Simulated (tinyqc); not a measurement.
Temperatures in a stack of 4 dies with leakage feedback: one step of the calculation.

One-dimensional heat flow to a sink below die 0. The power of each die is released in a plane at its top; from the plane of die j > 0 heat crosses its silicon (ts), a bond layer and the wiring of die j - 1; from die 0 it crosses t0, paste and sink. Copper shares the path through bond and wiring in parallel: k_eff = fm km + (1 - fm) k. Silicon is taken at the temperature of the plane above it. Leakage is P_l exp((T - 350 K)/Tl).

Question. Resistances per area at 300 K. R = thickness/conductivity for each layer.

Values chosen for this exercise; conductivities of the order met in silicon, wiring layers, bonds and pastes:
- k0 = 148 W/(m K) (conductivity of silicon at 300 K)
- ts = 50 um (thickness of a thinned die)
- t0 = 775 um (thickness of the die next to the sink)
- tb = 13 um (thickness of the wiring layers)
- kb = 1.8 W/(m K) (conductivity of the wiring layers)
- tg = 1 um (thickness of a bond layer)
- kg = 0.7 W/(m K) (conductivity of the bond dielectric)
- fm = 0.01 (area share of copper through bond and wiring)
- km = 390 W/(m K) (conductivity of copper)
- Rt = 0.06 K cm^2/W (paste and lid)
- Rs = 0.23 K cm^2/W (heat sink)

Wanted: thick die; thinned die; k_eff of the bond; k_eff of the wiring; bond plus wiring; paste plus sink.

Answer.

thick die = 0.052365 K cm^2/W
thinned die = 0.0033784 K cm^2/W
k_eff of the bond = 4.5930 W/(m K)
k_eff of the wiring = 5.6820 W/(m K)
bond plus wiring = 0.025056 K cm^2/W
paste plus sink = 0.29000 K cm^2/W

Computed by the program tinyqc: `OMP_NUM_THREADS=1 python tinyqc.py 2162215 2162216 out.jsonl`, one thread of a shared Intel Xeon 2.30GHz, about 0.09 s for the whole run.
